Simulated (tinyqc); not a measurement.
# Ballast resistance and gain from the on-state line

Question. At high current V = BV (1 + be)^(-1/n) + I Ro. Find Ro, the intercept and be.

Parameters, values chosen for the exercise:
- BV = 10.1 V (junction breakdown voltage)
- n = 3 (exponent of the multiplication)

V at I = 3 and 6.1 mA/um (V): [5.6415813, 6.9125813]

Solution. The slope is Ro; the intercept over BV is (1 + be)^(-1/n).

Ro = 410 ohm um
intercept = 4.41 V
be = 11.0

tinyqc, about 0.01 s, one thread, Intel Xeon 2.30GHz (shared host): `OMP_NUM_THREADS=1 python tinyqc.py 2670067 2670068 out.jsonl`
